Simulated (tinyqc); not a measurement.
Carrier lifetime of a p-type layer with SRH, radiative, Auger and surface recombination: two steps of the calculation.

Uniform excess density dn = dp (no trapping), n = n0 + dn, p = p0 + dn, Boltzmann statistics, full ionisation. Surfaces enter as a rate 2 S dn/d, which holds while diffusion to them is fast.

Values chosen for this exercise; band and dielectric values close to those of In0.53Ga0.47As:
```
symbol,value,unit,meaning
T,400,K,temperature
B,9.84e-11,cm^3/s,radiative coefficient
Cn,2.7e-29,cm^6/s,Auger coefficient (two electrons)
Cp,1.6e-29,cm^6/s,Auger coefficient (two holes)
S,100,cm/s,surface recombination velocity (both faces)
d,9,um,sample thickness
G,1.5e22,cm^-3 s^-1,generation rate
```

Constants: q = 1.602176634e-19 C, kB = 1.380649e-23 J/K, Vt = kB T/q. Results are converted to the units shown.

Task 1. New dn. With e = n p - ni^2 = dn (n0 + p0 + dn): U_SRH = e/(tp0 (n + n1) + tn0 (p + p1)), U_rad = B e, U_Aug = (Cn n + Cp p) e, U_s = 2 S dn/d. Newton step on ln U(ln dn) = ln G, U the sum: k = d ln U/d ln dn (central difference over factors 1.0001), dn(new) = dn (G/U)^(1/k).

dn after iteration 1 = 2.0087049e14 cm^-3
n0 = 4.0899169e9 cm^-3
p0 = 6.8000000e17 cm^-3
n1 = 1.0091144e16 cm^-3
p1 = 2.7560241e11 cm^-3
tn0 = 4.7348485e-6 s
tp0 = 4.7348485e-5 s

Wanted: U_SRH; U_rad; U_Aug; U_s; k; dn after iteration 2.

Result 1.

U_SRH = 3.685e19 cm^-3 s^-1
U_rad = 1.344e22 cm^-3 s^-1
U_Aug = 1.488e21 cm^-3 s^-1
U_s = 4.464e19 cm^-3 s^-1
k = 1.000
dn after iteration 2 = 2.007e14 cm^-3

Task 2. Lifetime, shares and quasi-Fermi splitting. tau = dn/U, shares of U, splitting Vt ln(n p/ni^2), radiative efficiency U_rad/U.

converged dn = 2.0068536e14 cm^-3
ni = 5.2736548e13 cm^-3
n0 = 4.0899169e9 cm^-3
p0 = 6.8000000e17 cm^-3
n1 = 1.0091144e16 cm^-3
p1 = 2.7560241e11 cm^-3
tn0 = 4.7348485e-6 s
tp0 = 4.7348485e-5 s

Find: tau; shares; quasi-Fermi splitting.

Result 2.

tau = 1.3379e-8 s
shares (%): SRH 0.245, radiative 89.548, Auger 9.909, surface 0.297
quasi-Fermi splitting = 0.37231 V

Radiative recombination takes the largest share. dn is 3.0e-4 times the doping: low injection.

Computed by the program tinyqc: `OMP_NUM_THREADS=1 python tinyqc.py 2300107 2300108 out.jsonl`, one thread of a shared Intel Xeon 2.30GHz, about 0.01 s for the whole run.
